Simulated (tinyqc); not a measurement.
Strained L valleys, repopulation and conductivity mass: mobility against stress.

A cubic crystal with four conduction valleys along the <111> axes under uniaxial stress X along [110] (X > 0 is tension); current along [110]. Non-degenerate electrons, fixed total density, one relaxation time for all valleys and stresses, masses unchanged by strain, so the mobility goes as the mean inverse mass.

Stress s_ij = X a_i a_j with a the unit vector along [110]; strain e_ii = s11 s_ii + s12 (s_jj + s_kk), e_ij = s44 s_ij/2. Valley shift dE = Xu (n.e.n - trace(e)/3) with n the valley axis; share f proportional to exp(-dE/Vt). Inverse mass along the current d = [110]: (n.d)^2/ml + (1 - (n.d)^2)/mt; mu/mu0 = sum f (1/m) over the plain mean of 1/m. The linear estimate is 1 - pi X with pi the small-stress slope -d(mu/mu0)/dX.

Values chosen for this exercise; values close to those of germanium:
```
symbol   value   unit                      meaning
T          325      K                  temperature
s11       9.55  1/TPa                   compliance
s12      -2.78  1/TPa                   compliance
s44       15.3  1/TPa                   compliance
Xu        16.1     eV  shear deformation potential
ml         1.6     m0            longitudinal mass
mt      0.0808     m0              transverse mass
```

Constants: q = 1.602176634e-19 C, kB = 1.380649e-23 J/K, Vt = kB T/q. Results are converted to the units shown.

Result of one run:
```
splitting (meV),largest share,mu/mu0,linear estimate
205.3,0.4997,1.462,2.697
```

Which uniaxial stress (tension positive) X gave this result: 100, 200, 1000 or 2500 MPa?

X = 2500 MPa.

The whole series:
```
X (MPa),splitting (meV),largest share,mu/mu0,linear estimate
25,2.053,0.2592,1.017,1.017
50,4.106,0.2683,1.034,1.034
100,8.211,0.2864,1.067,1.068
200,16.42,0.3213,1.132,1.136
400,32.84,0.3818,1.244,1.272
700,57.48,0.4431,1.358,1.475
1000,82.11,0.4747,1.416,1.679
1500,123.2,0.4939,1.452,2.018
2500,205.3,0.4997,1.462,2.697
```

The ratio mu/mu0 rises from 1.02 to 1.46; pi = -67.9e-11 1/Pa. The linear estimate of the change is 1.000 times the computed change in the first row and 3.67 times it in the last: once the splitting is several Vt (Vt = 28.0 meV) the upper valleys are nearly empty and little is left to move. At X = 2500 MPa the stress passes 1.5 GPa, where intervalley scattering and masses change too.

Computed by the program tinyqc: `OMP_NUM_THREADS=1 python tinyqc.py 2530025 2530026 out.jsonl`, one thread of a shared Intel Xeon 2.30GHz, about 0.01 s for the whole run.
